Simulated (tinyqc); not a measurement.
Inside a calculation. Model: on-chip interconnect, size-dependent resistivity and RC delay.

Program tinyqc, `OMP_NUM_THREADS=1 python tinyqc.py 2100030 2100031 out.jsonl`; Intel Xeon 2.30GHz, shared host, one thread, about 0.01 s. Printed values are rounded.

A rectangular line between two neighbours and two ground planes. Surface and grain-boundary scattering are added to the bulk resistivity as corrections; capacitances are parallel-plate values without fringing; inductance is ignored.

Parameters, values chosen for the exercise; metal values close to those of copper: bulk resistivity rho0 = 1.64 uohm cm; bulk mean free path lam = 39.3 nm; specular share of surface scattering ps = 0; reflection coefficient of grain boundaries Rg = 0.58; grain size over the metal width gr = 1; drawn line width wd = 61 nm; aspect ratio, height over width AR = 1.8; liner on both walls and the bottom, not conducting tl = 1.6 nm; space to the neighbouring lines sp = 61 nm; dielectric height to the planes above and below hd = 89 nm; relative permittivity of the dielectric ek = 2.5; Miller factor of the neighbours Mf = 1; line length Lw = 120 um; driver resistance Rd = 18000 ohm; load capacitance Cl = 4.6 fF; time step dt = 87 ps.

Constants: eps0 = 8.8541878128e-12 F/m. Results are converted to the units shown.

## Resistivity, resistance and capacitance per length

Metal width x = wd - 2 tl, height y = AR wd - tl; grain boundaries (Mayadas-Shatzkes): al = (lam/(gr x)) Rg/(1 - Rg), g = 1/[1 - 3 al/2 + 3 al^2 - 3 al^3 ln(1 + 1/al)] - 1; surfaces (Fuchs-Sondheimer, thick limit): s = (3/8) lam (1 - ps)(1/x + 1/y); rho = rho0 (1 + g + s); r = rho/(x y); c = eps0 ek (2 wd/hd + 2 Mf AR wd/sp).

x = 57.8 nm
y = 108.2 nm
al = 0.938952
g = 1.29550
s = 0.391180
rho = 4.40615 uohm cm
r = 7.04537 ohm/um
c = 0.110031 fF/um

rho is 2.69 times the bulk value; grain boundaries add more (1.30 against 0.391). The liner takes 6.63 % of the cross-section.

## Ladder and Elmore delays

4 equal pi sections: series Rs = r Lw/4; node capacitances c Lw/4, halved at nodes 0 and 4, with Cl added to node 4; Rd feeds node 0. Elmore delay of node k: the sum, over the resistors on the path to k, of resistance times all capacitance downstream of it.

Rs = 211.361 ohm

```
node	C (fF)	Elmore delay (ps)
0	1.65046	320.466
1	3.30092	323.880
2	3.30092	326.597
3	3.30092	328.616
4	6.25046	329.937
```

The far-end value equals Rd (c Lw + Cl) + r Lw (c Lw/2 + Cl) for any number of pi sections; the line resistance contributes 2.87 % of it.

## Step 1: node voltages after a time step

v at t = 0, node 0 to 4 (V): 0  0  0  0  0

A 1 V step is applied behind Rd at t = 0. C dv/dt = -G v + b, with G the conductance matrix of the ladder (1/Rs between neighbours, 1/Rd added at node 0) and b = (1 V/Rd, 0, ...). Backward Euler step: (C/dt + G) v(new) = (C/dt) v + b.

v at t = 1 dt, node 0 to 4 (V): 0.225865  0.217681  0.211242  0.206497  0.203409

## Step 2: node voltages after a time step

As before.

v at t = 2 dt, node 0 to 4 (V): 0.388750  0.382226  0.377021  0.373146  0.370607

## Course in time

A 1 V step is applied behind Rd at t = 0. C dv/dt = -G v + b, with G the conductance matrix of the ladder (1/Rs between neighbours, 1/Rd added at node 0) and b = (1 V/Rd, 0, ...). Backward Euler step: (C/dt + G) v(new) = (C/dt) v + b. The last column solves the same ladder exactly by its modes.

Voltages (V):
```
t (ps)	node 0	node 2	node 4	node 4, exact
87.00	0.2259	0.2112	0.2034	0.2269
174.0	0.3888	0.3770	0.3706	0.4074
261.0	0.5172	0.5079	0.5028	0.5458
348.0	0.6186	0.6113	0.6073	0.6519
435.0	0.6987	0.6930	0.6898	0.7332
522.0	0.7620	0.7575	0.7550	0.7955
609.0	0.8120	0.8084	0.8064	0.8433
696.0	0.8515	0.8487	0.8471	0.8799
783.0	0.8827	0.8805	0.8792	0.9079
870.0	0.9074	0.9056	0.9046	0.9294
957.0	0.9268	0.9254	0.9246	0.9459
1044	0.9422	0.9411	0.9405	0.9585
```

The far end of the ladder reaches 0.5 V at 229.6 ps, 0.696 of its Elmore delay (ln 2 = 0.693 for a single pole); the slowest mode has a time constant of 327.1 ps. The largest error of the backward Euler steps at that node is 45 mV.
